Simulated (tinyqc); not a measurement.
Surface photovoltage measurement of the minority-carrier diffusion length in a wafer: one step, computed by the program tinyqc.

Low injection, steady light, a depletion layer much thinner than 1/alpha and L. The excess density dn is taken at the front edge of the neutral region; light that reaches the back is lost.

Task: One wavelength. alpha = (84.732/lambda - 76.417)^2 per cm with lambda in micrometre (an empirical fit for silicon between 0.7 and 1.05 micrometre). Thick wafer: dn = Phi L/((S_f + D/L)(L + 1/alpha)). Finite wafer, with s = S_b L/D, w = W/L, a = alpha L: dn = [Phi a/(a^2 - 1)] [a - B - exp(-alpha W)(a - s)/(cosh w + s sinh w)]/(S_f + B D/L), B = (sinh w + s cosh w)/(cosh w + s sinh w). Photovoltage V = (k_B T/e) ln(1 + dn/n_0). Lifetime = L^2/D.

Inputs (values chosen for the exercise, modelled on p-type silicon at room temperature):
```
quantity                                             value        unit
diffusion length L                                      73  micrometre
wafer thickness W                                      525  micrometre
diffusivity D                                         29.4      cm^2/s
front recombination velocity S_f                      1900        cm/s
back recombination velocity S_b                       2600        cm/s
photon flux entering                               1.1e+13  1/(cm^2 s)
minority density at the surface barrier scale n_0  2.6e+09      1/cm^3
temperature T                                          298           K
wavelength                                             851          nm
```

Constants: k_B = 8.617333262e-05 eV/K.

Give: alpha; penetration depth 1/alpha; dn, thick wafer; B; dn, finite wafer; photovoltage V; lifetime.

Result:

alpha = 535.9 1/cm

penetration depth 1/alpha = 18.66 micrometre

dn, thick wafer = 1.478e+09 1/cm^3

B = 1.0000

dn, finite wafer = 1.478e+09 1/cm^3

photovoltage V = 11.56 mV

lifetime = 1.813 microsecond

Caution: dn is not small against n_0, so V is not linear in the flux; the constant-flux reading then needs dn, not V.
